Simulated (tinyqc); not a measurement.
From results back to parameters: band gaps under pressure and temperature from deformation potentials. Five cases, with inputs chosen for the exercise.

Problem. A gap falls from its value at 0 K by aV T^2/(T + bV). The falls at two temperatures are given.

Case 1.

Values chosen (out of a larger set: near those of InAs, the X and L potentials typical of such crystals; not measured data): T12 = (100, 150) K (two temperatures).

falls at the two temperatures (meV): 15.187166  26.962025

Case 2.

Values chosen (out of a larger set: near those of InP, the X and L potentials typical of such crystals; not measured data): T12 = (200, 500) K (two temperatures).

falls at the two temperatures (meV): 41.253561  139.016897

Case 3.

Values chosen (out of a larger set: near those of Ge, the X and L potentials typical of such crystals; not measured data): T12 = (77, 150) K (two temperatures).

falls at the two temperatures (meV): 8.537153  27.300647

Case 4.

Values chosen (out of a larger set: near those of GaSb, the X and L potentials typical of such crystals; not measured data): T12 = (100, 400) K (two temperatures).

falls at the two temperatures (meV): 16.341463  117.802198

Case 5.

Values chosen (out of a larger set: near those of GaAs, the X and L potentials typical of such crystals; not measured data): T12 = (200, 500) K (two temperatures).

falls at the two temperatures (meV): 56.506329  200.719424

Find: T^2/fall; aV; bV.

Solution. T^2/fall = (T + bV)/aV is a straight line in T with slope 1/aV and intercept bV/aV.

Case 1.

T^2/fall (K^2/meV): 658.5  834.5

aV = 0.284 meV/K
bV = 87 K

Case 2.

T^2/fall (K^2/meV): 969.6  1798.3

aV = 0.362 meV/K
bV = 151 K

Case 3.

T^2/fall (K^2/meV): 694.5  824.2

aV = 0.563 meV/K
bV = 314 K

Case 4.

T^2/fall (K^2/meV): 611.9  1358.2

aV = 0.402 meV/K
bV = 146 K

Case 5.

T^2/fall (K^2/meV): 707.9  1245.5

aV = 0.558 meV/K
bV = 195 K

Computed by tinyqc, one run a case: `OMP_NUM_THREADS=1 python tinyqc.py N N+1 out.jsonl` with N = 1050899, 1050934, 1050952, 1050959, 1050963; one thread of a shared Intel(R) Xeon(R) Processor @ 2.30GHz, about 0.01 s a run at most.
